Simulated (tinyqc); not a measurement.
Thermionic-field emission through a Schottky barrier, WKB: two steps of the calculation.

Metal on an n-type semiconductor with one parabolic valley; V > 0 is forward bias (metal positive). Energies E are counted from the conduction edge of the neutral semiconductor, whose Fermi level lies at -xi; that of the metal lies at -xi - V. The barrier is a parabola of height Vd = phi - xi - V (depletion approximation, no image force).

Values chosen for this exercise; band and dielectric values close to those of indium phosphide: temperature T = 300 K; electron mass me = 0.0792 m0; relative permittivity eps_r = 12.4; barrier height seen from the metal phi = 0.4 eV; donor density Nd = 3e17 cm^-3; bias V = 0.048 V; points of the energy grid nE = 13; upper end of the energy grid Eb = 0.5 eV.

Constants: q = 1.602176634e-19 C, kB = 1.380649e-23 J/K, hbar = 1.054571817e-34 J s, h = 6.62607015e-34 J s, m0 = 9.1093837015e-31 kg, Vt = kB T/q, eps0 = 8.8541878128e-14 F/cm where lengths are in cm. Results are converted to the units shown.

Problem 1. Fermi level, barrier and E00. Nc = 2 (2 pi me m0 kB T/h^2)^1.5 (times 1e-6 for cm^-3); Nd = Nc F12(-xi/Vt), F12(x) = (2/sqrt(pi)) int_0^infinity sqrt(u)/(1 + exp(u - x)) du; E00 = (hbar/2) sqrt(Nd/(me m0 eps0 eps_r)) in SI units (volts). W = sqrt(2 eps0 eps_r Vd/(q Nd)).

Give: Nc; xi; Vd; W; E00; E00/Vt.

Solution 1.

Nc = 5.5932e17 cm^-3
xi = 0.011238 eV
Vd = 0.34076 V
W = 39.456 nm
E00 = 10.262 meV
E00/Vt = 0.39694

By a common rule of thumb, E00/Vt below 0.5 marks thermionic emission, 0.5 to 5 thermionic-field emission and above 5 field emission. By that rule alone: thermionic emission; with a high barrier, tunnelling near its top can carry most of the current even below 0.5.

Problem 2. Current density on a coarse grid. For E < Vd, ln T(E) = -(Vd/E00) [sqrt(1 - y) - y ln((1 + sqrt(1 - y))/sqrt(y))], y = E/Vd; T(E) = 1 above. J = A* T (q/kB) int_0^infinity T(E) N(E) dE, N = ln[(1 + exp((-xi - E)/Vt))/(1 + exp((-xi - V - E)/Vt))], A* = 4 pi q me m0 kB^2/h^3 (times 1e-4 for A/(cm^2 K^2)). Simpson's rule on nE equally spaced points from 0 to Eb.

xi = 0.011238004 eV
Vd = 0.34076200 V
E00 = 10.261586 meV

Wanted: E; T(E); N; T(E) N; J.

Solution 2.

```
point  E (eV)       T(E)         N     T(E) N
0      0.0000  3.786e-15    0.4029  1.525e-15
1      0.0417  3.216e-11    0.1015  3.265e-12
2      0.0833   1.427e-8   0.02143  3.060e-10
3      0.1250   1.879e-6  0.004328   8.132e-9
4      0.1667   1.042e-4  8.656e-4   9.022e-8
5      0.2083   0.002823  1.728e-4   4.879e-7
6      0.2500    0.03967  3.449e-5   1.368e-6
7      0.2917     0.2871  6.881e-6   1.976e-6
8      0.3333     0.9309  1.373e-6   1.278e-6
9      0.3750      1.000  2.740e-7   2.740e-7
10     0.4167      1.000  5.467e-8   5.467e-8
11     0.4583      1.000  1.091e-8   1.091e-8
12     0.5000      1.000  2.177e-9   2.177e-9
```

J = 7.645 A/cm^2

The integrand peaks at E = 0.292 eV among these points, 0.86 of the barrier height.

Range of the model: The depletion approximation, a parabolic band and the neglect of image-force lowering make these currents estimates at high doping.

tinyqc, about 0.03 s, one thread, Intel Xeon 2.30GHz (shared host): `OMP_NUM_THREADS=1 python tinyqc.py 2640082 2640083 out.jsonl`
